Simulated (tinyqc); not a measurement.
# Bulk resistivity and mean free path from two films

Inverse problem. In the thick-film limit single-crystal films obey rho = rho0 (1 + 3 (1 - ps) lam/(8 d)). Find rho0, lam and the product rho0 lam.

Parameters, values chosen for the exercise: specular share of surface scattering ps = 0.1.

rho at d = 87 and 350 nm (uohm cm): 1.9463409  1.7537190

Answer. rho is a straight line in 1/d: the intercept is rho0 and the slope (3/8)(1 - ps) rho0 lam. Without ps only the product (1 - ps) lam could be found.

rho0 = 1.690 uohm cm
lam = 39.10 nm
rho0 lam = 66.08 uohm cm nm

Numbers from tinyqc (`OMP_NUM_THREADS=1 python tinyqc.py 2100051 2100052 out.jsonl`; about 0.01 s on one thread of a shared Intel Xeon 2.30GHz).
